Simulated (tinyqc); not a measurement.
Elastic strain and critical thickness of a cubic alloy layer A(1-x)B(x) on a thick substrate: one step, computed by the program tinyqc. Command: `OMP_NUM_THREADS=1 python tinyqc.py 3010317 3010318 out.jsonl misfit walk`. One thread of a shared host (Intel(R) Xeon(R) Processor @ 2.30GHz), about 0.01 s of CPU time with the checks.

Strain is positive in tension. The layer is coherent with the substrate unless said otherwise.

Problem. Symmetric X-ray reflection. Reflection 004: d = a_perp/sqrt(16), with a_perp = a (1 + e_perp) for the coherent layer, a for the relaxed layer and a_S for the substrate; sin(theta) = lambda/(2 d).

Inputs (values chosen for the exercise, modelled on GaAs(1-x)P(x) on GaAs): substrate lattice constant a_S = 5.653 angstrom; X-ray wavelength = 1.540593 angstrom.

Growth plane: (001).

free lattice constant a = 5.52574 angstrom

normal strain e_perp = -0.02014187

Give: Bragg angles; peak separation of the coherent layer.

Solution.

Bragg angles:
```
crystal         a_perp (angstrom)  theta (degrees)  from substrate (arcsec)
substrate                   5.653            33.03                        0
coherent layer              5.414            34.69                     5965
relaxed layer               5.526            33.89                     3104
```

peak separation of the coherent layer = 5965 arcsec

Caution: above about 2 % misfit, linear elasticity is rough and compressed layers tend to form islands before dislocations.
